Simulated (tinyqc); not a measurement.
Finite line against the semi-infinite law: electromigration in a confined line: Blech product, Korhonen stress evolution and Black's law. Computed by tinyqc, a small Python program. Command: `OMP_NUM_THREADS=1 python tinyqc.py 3003692 3003693 out.jsonl emigr walk`. One thread of a shared host (Intel(R) Xeon(R) Processor @ 2.30GHz), about 0.01 s of CPU time with the checks.

The electron wind pushes atoms from the cathode (x = 0) to the anode (x = L); blocking ends build a back stress (tension positive). The input rho is taken not to change with temperature. d sigma/dt = d/dx [kappa (d sigma/dx + G)], with zero flux at both ends and sigma = 0 at t = 0.

Inputs (values chosen for the exercise, close to those used for copper lines):

| quantity | value | unit |
|---|---|---|
| resistivity rho | 3.5 | micro-ohm cm |
| atomic volume Omega | 11.8 | angstrom^3 |
| effective charge number Z* | 2 | - |
| prefactor D0 | 1.6e-08 | m^2/s |
| activation energy E | 0.822 | eV |
| effective modulus B | 19 | GPa |
| critical stress sigma_c | 110 | MPa |
| current density j | 1.8 | MA/cm^2 |
| line length L | 30 | um |
| test temperature T | 330 | C |

Start: stress-free.

Constants: e = 1.602176634e-19 C; k_B = 8.617333262e-05 eV/K; k_B = 1.380649e-23 J/K.

Method:
- G = Z* e rho j/Omega; D = D0 exp(-E/(k_B T)); kappa = D B Omega/(k_B T); drift velocity of an unconfined line v = D Z* e rho j/(k_B T). SI: 1 micro-ohm cm = 1e-8 ohm m, 1 MA/cm^2 = 1e10 A/m^2.
- Temperatures in kelvin are T(C) + 273.15.
- At steady state sigma(x) = G (L/2 - x). A void forms only if the cathode stress reaches sigma_c, that is if j L exceeds (j L)_c = 2 Omega (sigma_c)/(Z* e rho). Time scale tau = L^2/kappa.
- sigma(x, t) = G L [1/2 - x/L - 4 sum_(m odd) cos(m pi x/L) exp(-m^2 pi^2 s)/(m pi)^2], s = t/tau, summed to m = 399.
- Semi-infinite line: sigma(0, t) = 2 G L sqrt(s/pi). One-term form: keep m = 1 alone.

tau = 4.28677 h

stress gradient G = 17.1080 MPa/um

Cathode stress (MPa):

| s | t (h) | full series | semi-infinite | one term |
|---|---|---|---|---|
| 0.002 | 8.5735e-03 | 25.90 | 25.90 | 52.68 |
| 0.005 | 2.1434e-02 | 40.95 | 40.95 | 58.63 |
| 0.01 | 4.2868e-02 | 57.91 | 57.91 | 68.16 |
| 0.02 | 8.5735e-02 | 81.90 | 81.90 | 85.87 |
| 0.05 | 2.1434e-01 | 129.36 | 129.50 | 129.63 |
| 0.1 | 4.2868e-01 | 179.09 | 183.14 | 179.09 |
| 0.2 | 8.5735e-01 | 227.73 | 258.99 | 227.73 |
| 0.4 | 1.7147e+00 | 252.61 | 366.27 | 252.61 |
| 0.8 | 3.4294e+00 | 256.54 | 517.99 | 256.54 |

What does the comparison show, and why?

Among these rows the semi-infinite law holds to 1 % up to s = 0.05 and the one-term form from s = 0.05 on: the far end is felt once sqrt(kappa t) is no longer small against L, and by then the terms with m > 1 have nearly died out. The critical stress 110 MPa is passed between s = 0.02 and 0.05. Caution: rows beyond sigma_c are formal, since a void ends the model there.
